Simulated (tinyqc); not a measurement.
Strain dependence: valley-orbit splitting of a donor ground state, with strain. Computed by tinyqc, a small Python program. Command: `OMP_NUM_THREADS=1 python tinyqc.py 3023912 3023913 out.jsonl valleyorbit walk`. One thread of a shared host (Intel(R) Xeon(R) Processor @ 2.30GHz), about 0.01 s of CPU time with the checks.

The basis is the 1s envelope in each valley; energies are counted from the unstrained conduction-band edge. The strain is e_s (a a^T - 1/3) for the unit stress axis a, so valley j along n_j moves by Xi_u e_s w_j with w_j = (n_j.a)^2 - 1/3: -1/3 for x and y, +2/3 for z.

Inputs (values chosen for the exercise, modelled on donors in silicon):
```
quantity                            value  unit
single-valley binding energy E_0     30.7   meV
central-cell shift Lambda           0.674   meV
coupling Delta_1                     3.36   meV
coupling Delta_2                     2.72   meV
shear deformation potential Xi_u     8.95    eV
shear strain e_s                  6.8e-05     -
```

Valleys: six along <100>. Stress axis: [001].

Method:
- By symmetry: E(A1) = E_0 + Lambda + 4 Delta_1 + Delta_2 (one state), E(T2) = E_0 + Lambda - Delta_2 (three), E(E) = E_0 + Lambda - 2 Delta_1 + Delta_2 (two), as binding energies.
- H_jj = -(E_0 + Lambda) + Xi_u e_s w_j; H_jk = -Delta_2 between opposite valleys and -Delta_1 between perpendicular ones.
- The contact hyperfine ratio is A/A_0 = (sum_j c_j)^2/(number of valleys), c_j the valley amplitudes of the ground state; binding from the lowest valley edge.

E(A1) = 47.534 meV

Against strain:
```
e_s        Xi_u e_s (w_max - w_min) (meV)  binding (meV)  gap to next level (meV)    A/A_0
-5.40e-04                         -4.8330         44.588                   15.934  0.98556
-2.00e-04                         -1.7900         46.377                   17.723  0.99815
-6.80e-05                         -0.6086         47.132                   18.478  0.99979
-2.00e-05                         -0.1790         47.415                   18.761  0.99998
2.00e-05                           0.1790         47.475                   18.821  0.99998
6.80e-05                           0.6086         47.335                   18.681  0.99980
2.00e-04                           1.7900         46.972                   18.318  0.99836
5.40e-04                           4.8330         46.159                   17.505  0.98940
```

What does the comparison show, and why?

A/A_0 falls for either sign of strain, to 0.986 and 0.989 at the ends; its limits are the shares of the valleys that end up lowest, 2/6 under compression and 4/6 under tension. Near zero strain A/A_0 changes in second order, the binding in first. The binding energy drops from 47.53 meV to 44.59 and 46.16 meV, since fewer valleys share the valley-orbit gain.

Extremes, crossings and ranges named in words are read from the listed rows.
